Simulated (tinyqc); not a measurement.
MP2 on RHF in the 6-311g basis, for H2, spin multiplicity 1, step by step. Computed by tinyqc, a small Python program that keeps every step (integrals from PySCF). Settings: charge = 0, multiplicity = 1, basis = 6-311g, method = RHF, energy threshold = 1e-10, iteration cap = 50, orthogonalisation = canonical, start = core, DIIS depth = 6. Command: `OMP_NUM_THREADS=1 python tinyqc.py 24834 24835 out.jsonl` (the two numbers bound the seeds that draw the settings). One thread of a shared host (Intel(R) Xeon(R) Processor @ 2.60GHz), about 0.07 s of CPU time with the checks. Later iterations appear only in the table of the cycle.

## One-electron integrals

Geometry (angstrom):
```
atom,x,y,z
H,0.0000,0.0000,0.0000
H,0.0000,0.0000,1.0300
```

Basis 6-311g: exponents (1/bohr^2) and contraction coefficients of normalised primitives:
```
element,l (shell),exponent,coefficient
H,s (1),33.8650,0.0255
H,s (1),5.0948,0.1904
H,s (1),1.1588,0.8522
H,s (2),0.3258,1.0000
H,s (3),0.1027,1.0000
```

Overlap, kinetic and nuclear-attraction integrals over the contracted functions; the nuclear repulsion is the sum of Za Zb / Rab.

nuclear repulsion = 0.513764 hartree

overlap S, lower triangle:
```
,1H 1s,1H 2s,1H 3s,2H 1s,2H 2s,2H 3s
1H 1s,1.0000
1H 2s,0.7064,1.0000
1H 3s,0.3737,0.7890,1.0000
2H 1s,0.0872,0.2651,0.2609,1.0000
2H 2s,0.2651,0.5394,0.5869,0.7064,1.0000
2H 3s,0.2609,0.5869,0.8231,0.3737,0.7890,1.0000
```

kinetic energy T (hartree), lower triangle:
```
,1H 1s,1H 2s,1H 3s,2H 1s,2H 2s,2H 3s
1H 1s,2.3043
1H 2s,0.5491,0.4888
1H 3s,0.1063,0.1849,0.1541
2H 1s,-0.0904,0.0710,0.0564,2.3043
2H 2s,0.0710,0.1552,0.1104,0.5491,0.4888
2H 3s,0.0564,0.1104,0.1104,0.1063,0.1849,0.1541
```

nuclear attraction V (hartree), lower triangle:
```
,1H 1s,1H 2s,1H 3s,2H 1s,2H 2s,2H 3s
1H 1s,-2.6249
1H 2s,-1.4234,-1.4112
1H 3s,-0.7066,-0.9592,-0.9163
2H 1s,-0.1788,-0.5337,-0.5001,-2.6249
2H 2s,-0.5337,-0.8131,-0.7493,-1.4234,-1.4112
2H 3s,-0.5001,-0.7493,-0.7905,-0.7066,-0.9592,-0.9163
```

core Hamiltonian H = T + V (hartree), lower triangle:
```
,1H 1s,1H 2s,1H 3s,2H 1s,2H 2s,2H 3s
1H 1s,-0.3205
1H 2s,-0.8743,-0.9224
1H 3s,-0.6003,-0.7743,-0.7622
2H 1s,-0.2692,-0.4627,-0.4437,-0.3205
2H 2s,-0.4627,-0.6579,-0.6389,-0.8743,-0.9224
2H 3s,-0.4437,-0.6389,-0.6801,-0.6003,-0.7743,-0.7622
```

## Two-electron integrals

Functions are numbered as in S; the eight-fold symmetry (ij|kl) = (ji|kl) = (kl|ij) leaves the list below.

Two-electron integrals (ij|kl) in chemists' order, unique and non-zero (hartree):
```
i,j,k,l,(ij|kl)
1,1,1,1,1.3930
2,1,1,1,0.8230
2,1,2,1,0.5097
2,2,1,1,0.8229
2,2,2,1,0.5430
2,2,2,2,0.6441
3,1,1,1,0.4113
3,1,2,1,0.2578
3,1,2,2,0.2799
3,1,3,1,0.1308
3,2,1,1,0.5437
3,2,2,1,0.3658
3,2,2,2,0.4527
3,2,3,1,0.1898
3,2,3,2,0.3251
3,3,1,1,0.4940
3,3,2,1,0.3401
3,3,2,2,0.4460
3,3,3,1,0.1780
3,3,3,2,0.3318
3,3,3,3,0.3617
4,1,1,1,0.0799
4,1,2,1,0.0523
4,1,2,2,0.0605
4,1,3,1,0.0268
4,1,3,2,0.0419
4,1,3,3,0.0404
4,1,4,1,0.0092
4,2,1,1,0.1666
4,2,2,1,0.1148
4,2,2,2,0.1478
4,2,3,1,0.0600
4,2,3,2,0.1076
4,2,3,3,0.1112
4,2,4,1,0.0229
4,2,4,2,0.0707
4,3,1,1,0.1427
4,3,2,1,0.0993
4,3,2,2,0.1317
4,3,3,1,0.0521
4,3,3,2,0.0976
4,3,3,3,0.1040
4,3,4,1,0.0199
4,3,4,2,0.0660
4,3,4,3,0.0636
4,4,1,1,0.5129
4,4,2,1,0.3606
4,4,2,2,0.4905
4,4,3,1,0.1901
4,4,3,2,0.3676
4,4,3,3,0.3965
4,4,4,1,0.0799
4,4,4,2,0.2907
4,4,4,3,0.2849
4,4,4,4,1.3930
5,1,1,1,0.2907
5,1,2,1,0.1824
5,1,2,2,0.1983
5,1,3,1,0.0926
5,1,3,2,0.1345
5,1,3,3,0.1263
5,1,4,1,0.0229
5,1,4,2,0.0519
5,1,4,3,0.0448
5,1,4,4,0.1666
5,1,5,1,0.0707
5,2,1,1,0.3792
5,2,2,1,0.2550
5,2,2,2,0.3148
5,2,3,1,0.1323
5,2,3,2,0.2256
5,2,3,3,0.2292
5,2,4,1,0.0379
5,2,4,2,0.1042
5,2,4,3,0.0956
5,2,4,4,0.3792
5,2,5,1,0.1042
5,2,5,2,0.1874
5,3,1,1,0.3167
5,3,2,1,0.2175
5,3,2,2,0.2827
5,3,3,1,0.1137
5,3,3,2,0.2088
5,3,3,3,0.2239
5,3,4,1,0.0337
5,3,4,2,0.1018
5,3,4,3,0.0974
5,3,4,4,0.3937
5,3,5,1,0.0899
5,3,5,2,0.1777
5,3,5,3,0.1799
5,4,1,1,0.3606
5,4,2,1,0.2525
5,4,2,2,0.3406
5,4,3,1,0.1329
5,4,3,2,0.2549
5,4,3,3,0.2757
5,4,4,1,0.0523
5,4,4,2,0.1824
5,4,4,3,0.1789
5,4,4,4,0.8230
5,4,5,1,0.1148
5,4,5,2,0.2550
5,4,5,3,0.2655
5,4,5,4,0.5097
5,5,1,1,0.4905
5,5,2,1,0.3406
5,5,2,2,0.4541
5,5,3,1,0.1788
5,5,3,2,0.3398
5,5,3,3,0.3717
5,5,4,1,0.0605
5,5,4,2,0.1983
5,5,4,3,0.1947
5,5,4,4,0.8229
5,5,5,1,0.1478
5,5,5,2,0.3148
5,5,5,3,0.3305
5,5,5,4,0.5430
5,5,5,5,0.6441
6,1,1,1,0.2849
6,1,2,1,0.1789
6,1,2,2,0.1947
6,1,3,1,0.0908
6,1,3,2,0.1321
6,1,3,3,0.1241
6,1,4,1,0.0199
6,1,4,2,0.0448
6,1,4,3,0.0389
6,1,4,4,0.1427
6,1,5,1,0.0660
6,1,5,2,0.0956
6,1,5,3,0.0824
6,1,5,4,0.0993
6,1,5,5,0.1317
6,1,6,1,0.0636
6,2,1,1,0.3937
6,2,2,1,0.2655
6,2,2,2,0.3305
6,2,3,1,0.1379
6,2,3,2,0.2381
6,2,3,3,0.2443
6,2,4,1,0.0337
6,2,4,2,0.0899
6,2,4,3,0.0824
6,2,4,4,0.3167
6,2,5,1,0.1018
6,2,5,2,0.1777
6,2,5,3,0.1675
6,2,5,4,0.2175
6,2,5,5,0.2827
6,2,6,1,0.0974
6,2,6,2,0.1799
6,3,1,1,0.3833
6,3,2,1,0.2647
6,3,2,2,0.3498
6,3,3,1,0.1387
6,3,3,2,0.2616
6,3,3,3,0.2883
6,3,4,1,0.0352
6,3,4,2,0.1029
6,3,4,3,0.0983
6,3,4,4,0.3833
6,3,5,1,0.1029
6,3,5,2,0.1980
6,3,5,3,0.2008
6,3,5,4,0.2647
6,3,5,5,0.3498
6,3,6,1,0.0983
6,3,6,2,0.2008
6,3,6,3,0.2451
6,4,1,1,0.1901
6,4,2,1,0.1329
6,4,2,2,0.1788
6,4,3,1,0.0699
6,4,3,2,0.1338
6,4,3,3,0.1449
6,4,4,1,0.0268
6,4,4,2,0.0926
6,4,4,3,0.0908
6,4,4,4,0.4113
6,4,5,1,0.0600
6,4,5,2,0.1323
6,4,5,3,0.1379
6,4,5,4,0.2578
6,4,5,5,0.2799
6,4,6,1,0.0521
6,4,6,2,0.1137
6,4,6,3,0.1387
6,4,6,4,0.1308
6,5,1,1,0.3676
6,5,2,1,0.2549
6,5,2,2,0.3398
6,5,3,1,0.1338
6,5,3,2,0.2550
6,5,3,3,0.2817
6,5,4,1,0.0419
6,5,4,2,0.1345
6,5,4,3,0.1321
6,5,4,4,0.5437
6,5,5,1,0.1076
6,5,5,2,0.2256
6,5,5,3,0.2381
6,5,5,4,0.3658
6,5,5,5,0.4527
6,5,6,1,0.0976
6,5,6,2,0.2088
6,5,6,3,0.2616
6,5,6,4,0.1898
6,5,6,5,0.3251
6,6,1,1,0.3965
6,6,2,1,0.2757
6,6,2,2,0.3717
6,6,3,1,0.1449
6,6,3,2,0.2817
6,6,3,3,0.3198
6,6,4,1,0.0404
6,6,4,2,0.1263
6,6,4,3,0.1241
6,6,4,4,0.4940
6,6,5,1,0.1112
6,6,5,2,0.2292
6,6,5,3,0.2443
6,6,5,4,0.3401
6,6,5,5,0.4460
6,6,6,1,0.1040
6,6,6,2,0.2239
6,6,6,3,0.2883
6,6,6,4,0.1780
6,6,6,5,0.3318
6,6,6,6,0.3617
```

## Orthogonalisation

S = U s U^T; canonical form X = U s^(-1/2), so that X^T S X = 1. Each column of U has its largest component positive (the first on a tie).

eigenvalues of S: 0.0496  0.1315  0.2787  0.7426  1.2219  3.5757

X:
```
,1,2,3,4,5,6
1H 1s,0.6560,-0.9397,-0.7020,0.6335,0.5285,0.1550
1H 2s,-1.9097,1.4809,0.8011,0.1085,0.3389,0.2382
1H 3s,2.4510,-0.8520,0.8120,-0.5101,0.1226,0.2431
2H 1s,-0.6560,-0.9397,0.7020,0.6335,-0.5285,0.1550
2H 2s,1.9097,1.4809,-0.8011,0.1085,-0.3389,0.2382
2H 3s,-2.4510,-0.8520,-0.8120,-0.5101,-0.1226,0.2431
```

## Starting guess

The start is the orbitals of the core Hamiltonian; D = 2 C_occ C_occ^T.

D at the start, lower triangle:
```
,1H 1s,1H 2s,1H 3s,2H 1s,2H 2s,2H 3s
1H 1s,0.0776
1H 2s,0.1562,0.3145
1H 3s,0.0177,0.0357,0.0040
2H 1s,0.0776,0.1562,0.0177,0.0776
2H 2s,0.1562,0.3145,0.0357,0.1562,0.3145
2H 3s,0.0177,0.0357,0.0040,0.0177,0.0357,0.0040
```

## Iteration 1: building the Fock matrix

J_ij = sum D_kl (ij|kl), K_ij = sum D_kl (ik|jl); F = H + J - 0.5 K; E = tr D H + tr D J / 2 - 0.25 tr D K + E_nn.

Coulomb J (hartree), lower triangle:
```
,1H 1s,1H 2s,1H 3s,2H 1s,2H 2s,2H 3s
1H 1s,1.4834
1H 2s,0.9763,1.1731
1H 3s,0.5036,0.8354,0.8451
2H 1s,0.1374,0.3866,0.3602,1.4834
2H 2s,0.3866,0.6822,0.6512,0.9763,1.1731
2H 3s,0.3602,0.6512,0.7262,0.5036,0.8354,0.8451
```

exchange K (hartree), lower triangle:
```
,1H 1s,1H 2s,1H 3s,2H 1s,2H 2s,2H 3s
1H 1s,0.8602
1H 2s,0.8518,0.9684
1H 3s,0.5969,0.7241,0.5649
2H 1s,0.4474,0.6363,0.5347,0.8602
2H 2s,0.6363,0.8340,0.6812,0.8518,0.9684
2H 3s,0.5347,0.6812,0.5502,0.5969,0.7241,0.5649
```

Fock matrix F (hartree), lower triangle:
```
,1H 1s,1H 2s,1H 3s,2H 1s,2H 2s,2H 3s
1H 1s,0.7328
1H 2s,-0.3239,-0.2335
1H 3s,-0.3951,-0.3009,-0.1996
2H 1s,-0.3555,-0.3942,-0.3509,0.7328
2H 2s,-0.3942,-0.3927,-0.3283,-0.3239,-0.2335
2H 3s,-0.3509,-0.3283,-0.2289,-0.3951,-0.3009,-0.1996
```

total energy of this density = -1.055394 hartree

## Iteration 1: diagonalisation and new density

Diagonalise F' = X^T F X, C = X C', fill 1 alpha and 1 beta electrons from the bottom; D = 2 C_occ C_occ^T. Each column has its largest component positive (the first on a tie).

F' = X^T F X (hartree), lower triangle:
```
,1,2,3,4,5,6
1,1.3015
2,0.0000,2.0816
3,-0.9825,0.0000,1.3296
4,0.0000,-1.0667,0.0000,0.9712
5,0.3665,0.0000,-0.6990,0.0000,0.6889
6,0.0000,-0.0422,0.0000,-0.0850,0.0000,-0.4677
```

orbital energies (hartree): MO1 -0.4789, MO2 0.1444, MO3 0.3350, MO4 0.5755, MO5 2.6001, MO6 2.7290

coefficients C:
```
,MO1,MO2,MO3,MO4,MO5,MO6
1H 1s,0.1630,0.0994,-0.0351,-0.0912,-1.0882,-1.1316
1H 2s,0.3342,0.0233,-0.8277,-1.3366,1.6175,1.2103
1H 3s,0.1399,1.5747,0.9007,1.7790,-1.0184,-0.4630
2H 1s,0.1630,-0.0994,-0.0351,0.0912,1.0882,-1.1316
2H 2s,0.3342,-0.0233,-0.8277,1.3366,-1.6175,1.2103
2H 3s,0.1399,-1.5747,0.9007,-1.7790,1.0184,-0.4630
```

D after iteration 1, lower triangle:
```
,1H 1s,1H 2s,1H 3s,2H 1s,2H 2s,2H 3s
1H 1s,0.0532
1H 2s,0.1090,0.2234
1H 3s,0.0456,0.0935,0.0391
2H 1s,0.0532,0.1090,0.0456,0.0532
2H 2s,0.1090,0.2234,0.0935,0.1090,0.2234
2H 3s,0.0456,0.0935,0.0391,0.0456,0.0935,0.0391
```

## Iteration 6 (converged): orbitals

converged F (hartree), lower triangle:
```
,1H 1s,1H 2s,1H 3s,2H 1s,2H 2s,2H 3s
1H 1s,0.6859
1H 2s,-0.3450,-0.2738
1H 3s,-0.4138,-0.3482,-0.2583
2H 1s,-0.3314,-0.3880,-0.3623,0.6859
2H 2s,-0.3880,-0.4124,-0.3679,-0.3450,-0.2738
2H 3s,-0.3623,-0.3679,-0.2840,-0.4138,-0.3482,-0.2583
```

As before.

F' = X^T F X (hartree), lower triangle:
```
,1,2,3,4,5,6
1,1.2811
2,0.0000,2.0377
3,-0.9599,0.0000,1.2862
4,0.0000,-1.0318,0.0000,0.9464
5,0.3555,0.0000,-0.6791,0.0000,0.6217
6,0.0000,-0.0365,0.0000,-0.0573,0.0000,-0.5159
```

orbital energies (hartree): MO1 -0.5214, MO2 0.1177, MO3 0.3303, MO4 0.5432, MO5 2.5281, MO6 2.6592

coefficients C:
```
,MO1,MO2,MO3,MO4,MO5,MO6
1H 1s,0.1585,0.1067,-0.0453,-0.0981,-1.0869,-1.1319
1H 2s,0.3066,0.0842,-0.8352,-1.3161,1.6322,1.2124
1H 3s,0.1720,1.4887,0.8932,1.8427,-1.0345,-0.4667
2H 1s,0.1585,-0.1067,-0.0453,0.0981,1.0869,-1.1319
2H 2s,0.3066,-0.0842,-0.8352,1.3161,-1.6322,1.2124
2H 3s,0.1720,-1.4887,0.8932,-1.8427,1.0345,-0.4667
```

D after iteration 6, lower triangle:
```
,1H 1s,1H 2s,1H 3s,2H 1s,2H 2s,2H 3s
1H 1s,0.0502
1H 2s,0.0972,0.1880
1H 3s,0.0545,0.1054,0.0591
2H 1s,0.0502,0.0972,0.0545,0.0502
2H 2s,0.0972,0.1880,0.1054,0.0972,0.1880
2H 3s,0.0545,0.1054,0.0591,0.0545,0.1054,0.0591
```

## Convergence

Stop when the energy changes by less than 1e-10 hartree and every element of the error matrix X^T (F D S - S D F) X is below 3e-06.

Course of the cycle:
```
iteration,E (hartree),change,largest element of the error matrix
1,-1.055394,-,2.52e-01
2,-1.089482,-3.41e-02,5.00e-02
3,-1.091323,-1.84e-03,4.24e-03
4,-1.091334,-1.14e-05,1.48e-04
5,-1.091334,-1.74e-08,6.61e-07
6,-1.091334,-2.35e-13,3.27e-07
```

PySCF RHF in the same basis = -1.091334 hartree

Converged in 6 iterations.

## Populations, bond orders and dipole

Mulliken: Z minus the diagonal of D S on the atom; Loewdin: the same with S^(1/2) D S^(1/2); Mayer order: 2 sum_s sum (D(s) S)_ij (D(s) S)_ji over the two atoms.

Charges (e):
```
atom,Mulliken,Loewdin
1H,0,0
2H,0,0
```

Mayer bond orders:
```
pair,order
2-1,1.0000
```

dipole moment about the origin, x y z (debye): 0.0000  0.0000  0.0000

## Integrals over molecular orbitals

(pq|rs) = sum C_ip C_jq C_kr C_ls (ij|kl), one index at a time.

one-electron integrals over orbitals h = C^T H C (hartree), lower triangle:
```
,1,2,3,4,5,6
1,-1.0837
2,0.0000,-0.5508
3,0.1184,0.0000,-0.3249
4,0.0000,0.2044,0.0000,-0.2608
5,0.0000,0.0310,0.0000,-0.1948,1.4243
6,0.0583,0.0000,-0.1342,0.0000,0.0000,1.5463
```

Two-electron integrals over orbitals (pq|rs), unique and non-zero (hartree):
```
p,q,r,s,(pq|rs)
1,1,1,1,0.5624
2,1,2,1,0.0764
2,2,1,1,0.3725
2,2,2,2,0.3197
3,1,1,1,-0.1184
3,1,2,2,-0.0412
3,1,3,1,0.0538
3,2,2,1,0.0113
3,2,3,2,0.0287
3,3,1,1,0.3545
3,3,2,2,0.2824
3,3,3,1,-0.0397
3,3,3,3,0.2811
4,1,2,1,-0.0756
4,1,3,2,0.0110
4,1,4,1,0.0942
4,2,1,1,-0.1400
4,2,2,2,-0.0626
4,2,3,1,0.0496
4,2,3,3,-0.0526
4,2,4,2,0.0667
4,3,2,1,0.0533
4,3,3,2,0.0129
4,3,4,1,-0.0508
4,3,4,3,0.0442
4,4,1,1,0.4491
4,4,2,2,0.3363
4,4,3,1,-0.0797
4,4,3,3,0.3050
4,4,4,2,-0.1009
4,4,4,4,0.3895
5,1,2,1,-0.0286
5,1,3,2,0.0204
5,1,4,1,0.0526
5,1,4,3,-0.0280
5,1,5,1,0.0723
5,2,1,1,-0.0298
5,2,2,2,0.0044
5,2,3,1,0.0250
5,2,3,3,-0.0064
5,2,4,2,0.0139
5,2,4,4,-0.0210
5,2,5,2,0.0307
5,3,2,1,0.0348
5,3,3,2,-0.0094
5,3,4,1,-0.0474
5,3,4,3,0.0245
5,3,5,1,-0.0410
5,3,5,3,0.0314
5,4,1,1,0.1237
5,4,2,2,0.0420
5,4,3,1,-0.0567
5,4,3,3,0.0462
5,4,4,2,-0.0541
5,4,4,4,0.0879
5,4,5,2,-0.0418
5,4,5,4,0.0828
5,5,1,1,0.5881
5,5,2,2,0.3878
5,5,3,1,-0.1385
5,5,3,3,0.3599
5,5,4,2,-0.1599
5,5,4,4,0.4838
5,5,5,2,-0.0644
5,5,5,4,0.1822
5,5,5,5,0.7121
6,1,1,1,-0.0583
6,1,2,2,-0.0195
6,1,3,1,0.0369
6,1,3,3,-0.0180
6,1,4,2,0.0324
6,1,4,4,-0.0527
6,1,5,2,0.0389
6,1,5,4,-0.0657
6,1,5,5,-0.1280
6,1,6,1,0.0690
6,2,2,1,-0.0144
6,2,3,2,0.0084
6,2,4,1,0.0254
6,2,4,3,-0.0162
6,2,5,1,0.0381
6,2,5,3,-0.0197
6,2,6,2,0.0224
6,3,1,1,0.0855
6,3,2,2,0.0393
6,3,3,1,-0.0342
6,3,3,3,0.0320
6,3,4,2,-0.0379
6,3,4,4,0.0648
6,3,5,2,-0.0199
6,3,5,4,0.0478
6,3,5,5,0.1228
6,3,6,1,-0.0381
6,3,6,3,0.0321
6,4,2,1,0.0328
6,4,3,2,-0.0200
6,4,4,1,-0.0546
6,4,4,3,0.0258
6,4,5,1,-0.0626
6,4,5,3,0.0392
6,4,6,2,-0.0337
6,4,6,4,0.0605
6,5,2,1,0.1185
6,5,3,2,-0.0120
6,5,4,1,-0.1451
6,5,4,3,0.0887
6,5,5,1,-0.1189
6,5,5,3,0.0906
6,5,6,2,-0.0624
6,5,6,4,0.1157
6,5,6,5,0.2926
6,6,1,1,0.5909
6,6,2,2,0.3809
6,6,3,1,-0.1371
6,6,3,3,0.3617
6,6,4,2,-0.1599
6,6,4,4,0.4799
6,6,5,2,-0.0646
6,6,5,4,0.1797
6,6,5,5,0.7010
6,6,6,1,-0.1173
6,6,6,3,0.1183
6,6,6,6,0.7017
```

## Second-order Moller-Plesset energy

Hartree-Fock energy = -1.091334 hartree

E2 = sum_ijab (ia|jb) [2 (ia|jb) - (ib|ja)] / (e_i + e_j - e_a - e_b) over occupied i, j and virtual a, b; the opposite-spin part is (ia|jb)^2 / denominator, the rest is same-spin, and SCS-MP2 scales them by 6/5 and 1/3.

Terms:
```
i,j,a,b,(ia|jb),(ib|ja),denominator,term
1,1,2,2,0.0764,0.0764,-1.2782,-0.0046
1,1,4,4,0.0942,0.0942,-2.1291,-0.0042
1,1,4,2,-0.0756,-0.0756,-1.7037,-0.0034
1,1,2,4,-0.0756,-0.0756,-1.7037,-0.0034
1,1,3,3,0.0538,0.0538,-1.7033,-0.0017
1,1,5,5,0.0723,0.0723,-6.0989,-0.0009
1,1,6,6,0.0690,0.0690,-6.3611,-0.0007
1,1,5,4,0.0526,0.0526,-4.1140,-0.0007
1,1,4,5,0.0526,0.0526,-4.1140,-0.0007
1,1,6,3,0.0369,0.0369,-4.0322,-3.38e-04
1,1,3,6,0.0369,0.0369,-4.0322,-3.38e-04
1,1,2,5,-0.0286,-0.0286,-3.6886,-2.21e-04
1,1,5,2,-0.0286,-0.0286,-3.6886,-2.21e-04
```

Pair energies (hartree; pair i-j sums ij and ji):
```
pair,opposite spin,same spin
1-1,-0.0212,0
```

MP2 correlation energy = -0.021204 hartree

SCS-MP2 correlation energy = -0.025445 hartree

MP2 total energy = -1.112538 hartree
